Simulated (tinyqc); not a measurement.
# Bandgap voltage reference from two bipolar transistors: output against temperature

Two transistors of area 1 and N carry the same current I. Is(T) = Is (T/T0)^eta exp[(Vg0 q/kB)(1/T0 - 1/T)], VBE1 = Vt ln(I/Is(T)) + I rb, VBE2 = Vt ln(I/(N Is(T))) + I rb/N. The amplifier forces I R1(T) = VBE1 - VBE2 + Vos, with R(T) = R (1 + tc (T - T0)) for both resistors, and the output is Vref = VBE1 + I R2(T). Base currents and the Early effect are neglected.

Vt = kB T/q; I = (Vt ln N + Vos)/(R1(T) - rb (1 - 1/N)).

Values chosen for this exercise; values of the order met in silicon bipolar transistors: reference temperature T0 = 300 K; band-gap voltage extrapolated to 0 K Vg0 = 1.175 V; temperature exponent of the saturation current eta = 4.1; saturation current of the unit transistor at T0 Is = 3e-16 A; area ratio of the second transistor N = 15; resistor across which the difference of VBE falls, at T0 R1 = 6 kohm; temperature coefficient of both resistors tc = 0 ppm/K; offset of the amplifier Vos = 0 mV; series resistance of the unit transistor rb = 0 ohm; output resistor at T0 R2 = 50.87 kohm.

Constants: q = 1.602176634e-19 C, kB = 1.380649e-23 J/K. Results are converted to the units shown.

Result of one run:
```
T (K)  I (uA)  VBE1 (V)  I R2 (V)  Vref (V)  Vref - Vref(T0) (mV)  dVref/dT (uV/K)
323     12.56    0.5822    0.6391     1.221                -2.622           -123.8
```

What becomes of these results when the temperature T is changed from 323 to 253 K, all else the same?

Result of the changed run:
```
T (K)  I (uA)  VBE1 (V)  I R2 (V)  Vref (V)  Vref - Vref(T0) (mV)  dVref/dT (uV/K)
253     9.840    0.7272    0.5006     1.228                 3.850           -58.51
```

The whole series:
```
T (K)  I (uA)  VBE1 (V)  I R2 (V)  Vref (V)  Vref - Vref(T0) (mV)  dVref/dT (uV/K)
218     8.479    0.7978    0.4313     1.229                 5.219           -18.73
233     9.062    0.7677    0.4610     1.229                 4.803           -36.51
253     9.840    0.7272    0.5006     1.228                 3.850           -58.51
273     10.62    0.6863    0.5401     1.226                 2.474           -78.83
298     11.59    0.6345    0.5896     1.224                0.2063           -102.2
323     12.56    0.5822    0.6391     1.221                -2.622           -123.8
348     13.53    0.5294    0.6885     1.218                -5.968           -143.7
373     14.51    0.4762    0.7380     1.214                -9.795           -162.2
398     15.48    0.4224    0.7875     1.210                -14.07           -179.5
423     16.45    0.3683    0.8369     1.205                -18.76           -195.8
```

VBE1 falls by 2.10 mV/K on average and I R2 rises by 1.98 mV/K. The slope of Vref vanishes at T = 203 K. Between 233 and 398 K Vref spans 18.9 mV, or 93.7 ppm/K by the box method (span over the average over T, over 165 K).

tinyqc, about 0.02 s, one thread, Intel Xeon 2.30GHz (shared host): `OMP_NUM_THREADS=1 python tinyqc.py 2062156 2062157 out.jsonl`
